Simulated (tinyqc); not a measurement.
Dielectric constant under pressure: Penn model of the dielectric constant and Phillips ionicity.

n = 32/a^3; Ep^2 = 8 pi c e2 n with c = hbar^2/2m0, e2 = e^2/(4 pi eps0); EF = c (3 pi^2 n)^(2/3); eps = 1 + (Ep/Eg)^2 S with S = 1 - Eg/(4 EF) + (Eg/(4 EF))^2/3, Eg the Penn gap. Core d shells are left out.

Phillips: bond length d = sqrt(3) a/4; homopolar gap Eh = 39.74 d^(-2.48) eV (d in angstrom); Eg^2 = Eh^2 + C^2; ionicity fi = C^2/Eg^2.

Constants: hbar^2/2m0 = 3.80998211 eV angstrom^2; e^2/(4 pi eps0) = 14.39964547 eV angstrom.

Inputs chosen for the exercise (out of a larger set: near those of AlAs; not measured data): a = 5.634 angstrom (cubic lattice constant, 32 valence electrons a cell); C0 = 2.92 eV (ionic gap, held fixed).

The lattice constant is scaled by the factor listed; C = C0.

Results:
```
factor  Eh (eV)  Eg (eV)  Ep (eV)    eps     fi
0.94      5.074    5.854   17.235  8.736  0.249
0.96      4.816    5.632   16.699  8.844  0.269
0.98      4.576    5.428   16.191  8.934  0.289
0.99      4.462    5.332   15.946  8.972  0.300
1.00      4.352    5.241   15.707  9.005  0.310
1.01      4.246    5.153   15.475  9.034  0.321
1.02      4.143    5.069   15.248  9.057  0.332
1.04      3.949    4.911   14.810  9.091  0.354
```

What does the comparison show, and why?

d ln eps/d ln a = +0.34 around factor 1: eps falls under compression. Ep^2 goes as a^-3 and Eh^2 as a^-4.96; with C fixed Eg^2 goes as a^-3.42 at fi = 0.310, and leaving S aside the two powers balance at fi = 0.395. The slope is a difference of two powers and the model omits d shells and any change of C, so it is no prediction for a real crystal; eps from C0 (row 1.00) need not match a measured ei.

Computed by tinyqc, a small Python program: `OMP_NUM_THREADS=1 python tinyqc.py 1680760 1680761 out.jsonl` (the numbers bound the seed that draws the inputs); one thread of a shared host (Intel(R) Xeon(R) Processor @ 2.30GHz), about 0.01 s for the whole set of steps.
